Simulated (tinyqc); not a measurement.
# Tunnel rates from the two plateau currents

Inverse problem. With only the 0-1 transition of a spin-degenerate level in the bias window, I = 2 q G_in G_out/(2 G_in + G_out). Find GL and GR.

Constants: q = 1.602176634e-19 C. Results are converted to the units shown.

sizes of the plateau currents for electrons entering from the left and from the right (pA): 8.4197803  15.585880

Answer. q/I(left) = 1/GR + 1/(2 GL) and q/I(right) = 1/GL + 1/(2 GR) are linear in 1/GL and 1/GR.

GL = 0.9800 1/ns
GR = 0.05400 1/ns

tinyqc, about 0.01 s, one thread, Intel Xeon 2.30GHz (shared host): `OMP_NUM_THREADS=1 python tinyqc.py 2780002 2780003 out.jsonl`
